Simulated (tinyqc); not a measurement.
Energy conservation against the time step: molecular dynamics of a small cluster by velocity Verlet steps. Computed by tinyqc, a small Python program. Command: `OMP_NUM_THREADS=1 python tinyqc.py 3012219 3012220 out.jsonl verlet walk`. One thread of a shared host (Intel(R) Xeon(R) Processor @ 2.30GHz), about 0.08 s of CPU time with the checks.

E = sum_(i<j) phi(r_ij), phi(r) = eps [exp(-2 alpha (r - r0)) - 2 exp(-alpha (r - r0))]; the force on i is -sum_j phi'(r_ij) (R_i - R_j)/r_ij.

Inputs (values chosen for the exercise, for model atoms):
```
quantity         value        unit
length r0         3.16    angstrom
well depth eps    0.65          eV
stiffness alpha   1.72  1/angstrom
atomic mass M     96.9           u
time step dt       3.8          fs
steps              100           -
```

Potential: Morse.

starting positions (angstrom):
```
            x      y     z
atom 1  -0.02  -0.01  0.05
atom 2    3.1  -0.04  0.06
atom 3   1.55   2.76  0.02
atom 4   1.62   0.89  2.61
```

starting velocities (angstrom/fs):
```
               x         y         z
atom 1   0.00058   0.00173   0.00271
atom 2   0.00034  -0.00057   -0.0011
atom 3   0.00103  -0.00121   0.00133
atom 4  -0.00195     5e-05  -0.00293
```

Constants: 1 eV/(angstrom u) = 9.648533212e-03 angstrom/fs^2; k_B = 8.617333262e-05 eV/K.

Method:
- Relax the cluster, diagonalise the Hessian (central differences): omega_max = sqrt(c lambda_max/M). Verlet steps are stable for omega_max dt < 2.
- Velocity Verlet: a = c F/M with c = 9.648533212e-3 angstrom/fs^2 per eV/(angstrom u); R(new) = R + v dt + a dt^2/2; v(new) = v + (a + a(new)) dt/2. Kinetic energy K = M v^2/(2c); temperature T = 2K/((3N - 3) k_B), rotation of the cluster included.
- Runs without thermostat over the same span of time, steps x dt; spread = largest minus smallest value. For contrast, the energy gained over the first 30 dt (dt of the inputs) by explicit Euler steps: R(new) = R + v dt, v(new) = v + a dt.

omega_max dt = 0.148724

Energy error (eV):
```
dt (fs)  omega_max dt  Verlet, spread of U + K  Euler, gain in U + K
0.475         0.01859               6.4703e-06               0.00922
0.950         0.03718               2.5888e-05               0.01911
1.900         0.07436               1.0353e-04               0.04113
3.800         0.14872               4.1316e-04               0.09558
7.600         0.29745               1.6485e-03               0.26043
11.400        0.44617               3.8048e-03               0.53409
```

The Verlet error grows as dt^2.00 between the first rows, the second order of the method. Euler steps gain energy steadily: over that short span the gain in the first row is already 1400 times the Verlet spread of the whole run, and it grows as dt^1.05, tending to the first order of that method as dt shrinks.

Extremes, crossings and ranges named in words are read from the listed rows.
